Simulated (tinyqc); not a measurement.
Comparisons within one model: armchair graphene nanoribbon in tight binding. A value that a table varies takes the place of the one given here.

An armchair ribbon of N dimer lines, width (N - 1) sqrt3 acc/2, period 3 acc, one pz orbital a site. In line n, A_n binds to B_n with -t exp(ik/3), times (1 + d) in the two edge lines, and to B_(n-1) and B_(n+1) with -t exp(-ik/6); k runs from -pi to pi. For d = 0 the modes across the ribbon are sin(n p pi/(N + 1)), p = 1 to N, with E = -/+ t sqrt(1 + 4 c^2 + 4 c cos(k/2)), c = cos(p pi/(N + 1)).

Constants: hbar^2/2m0 = 3.80998211 eV angstrom^2.

Values chosen for the exercise (near those used for graphene; shifted at random, so the results belong to these values and not to a real crystal):
- t = 2.65 eV (hopping)
- acc = 1.42 angstrom (bond length)
- N0 = 5 (first width)
- d1 = 0.18 (edge correction)
- N = 7 (dimer lines)
- d = 0 (relative strengthening of the edge bonds)
- k = 0.82 (k times the period 3 acc)

## Three families of gaps

Nine widths from N0 on, gaps at k = 0 with d = 0 and d = d1.

Gaps:

| N | family | width (angstrom) | gap, d = 0 (eV) | gap, d1 (eV) | gap x (N + 1) sqrt3 acc/2 (eV angstrom) |
|---|---|---|---|---|---|
| 5 | 3p+2 | 4.92 | 0.0000 | 0.4556 | 3.36 |
| 6 | 3p | 6.15 | 1.3090 | 0.9965 | 8.58 |
| 7 | 3p+1 | 7.38 | 1.2436 | 1.6326 | 16.06 |
| 8 | 3p+2 | 8.61 | 0.0000 | 0.2990 | 3.31 |
| 9 | 3p | 9.84 | 0.9305 | 0.6987 | 8.59 |
| 10 | 3p+1 | 11.07 | 0.8966 | 1.1677 | 15.80 |
| 11 | 3p+2 | 12.30 | 0.0000 | 0.2225 | 3.28 |
| 12 | 3p | 13.53 | 0.7215 | 0.5379 | 8.60 |
| 13 | 3p+1 | 14.76 | 0.7008 | 0.9083 | 15.64 |

How do the results move?

Without edge correction the 3p+2 ribbons have no gap and the other two families nearly share one curve. With it the mean of the last column is 15.83 for 3p+1, 8.59 for 3p and 3.32 eV angstrom for 3p+2: the stronger edge bonds raise the gap of 3p+1, lower that of 3p and open one in 3p+2. Within a family the gap falls about as 1/width. One-electron gaps of this kind leave out the self-energy and exciton terms, which are large in narrow ribbons.

## Mass and gap go together

Nine widths from N0 on. Lowest conduction band for d = d1: m/m0 = c q^2/(E(q) - E(0)) with q = h/(3 acc), h = 0.001, c = hbar^2/2m0. Dirac rule: m = Eg/(2 v^2), that is m/m0 = c Eg/(hbar v)^2 with hbar v = 3 t acc/2.

Masses:

| N | gap (eV) | mass (m0) | Dirac rule (m0) |
|---|---|---|---|
| 5 | 0.4556 | 0.0505 | 0.0545 |
| 6 | 0.9965 | 0.0910 | 0.1192 |
| 7 | 1.6326 | 0.2392 | 0.1952 |
| 8 | 0.2990 | 0.0341 | 0.0358 |
| 9 | 0.6987 | 0.0686 | 0.0836 |
| 10 | 1.1677 | 0.1608 | 0.1396 |
| 11 | 0.2225 | 0.0257 | 0.0266 |
| 12 | 0.5379 | 0.0550 | 0.0643 |
| 13 | 0.9083 | 0.1211 | 0.1086 |

What does this show, and why?

The ratio of mass to the Dirac rule runs from 0.76 (N = 6) to 1.23 (N = 7). Its mean is 0.81 for N = 3p, 1.16 for 3p+1 and 0.95 for 3p+2: the lowest modes of 3p and 3p+1 lie on opposite sides of the Dirac point, where the velocity along the ribbon differs. The largest gap (N = 7) and the heaviest mass (N = 7) belong to one ribbon.

## What each parameter does

Gap at k = 0, lowest positive level at k, and highest level at k = 0. Each row changes one parameter from the base and keeps the others.

Results:

| case | gap (eV) | lowest level at k (eV) | top of the band (eV) |
|---|---|---|---|
| base | 1.2436 | 1.1303 | 7.5466 |
| t = 2.783 eV | 1.3060 | 1.1870 | 7.9253 |
| N = 8 | 0.0000 | 1.0789 | 7.6304 |
| d = 0.05 | 1.3553 | 1.1698 | 7.5566 |
| k = 0.656 | 1.2436 | 0.9796 | 7.5466 |

What can be read from the table?

The largest shifts from the base row, up to three for each result and ties (the steps differ in size, so this ranks the rows, not the parameters). gap (eV): N -1.2436, d +0.1117, t +0.0624; unchanged at the printed digits by k. lowest level at k (eV): k -0.1506, t +0.0567, N -0.0514. top of the band (eV): t +0.3788, N +0.0838, d +0.0100; unchanged at the printed digits by k.

Program tinyqc; command `OMP_NUM_THREADS=1 python tinyqc.py 1452512 1452513 out.jsonl`; about 0.03 s on one thread of a shared Intel(R) Xeon(R) Processor @ 2.30GHz.
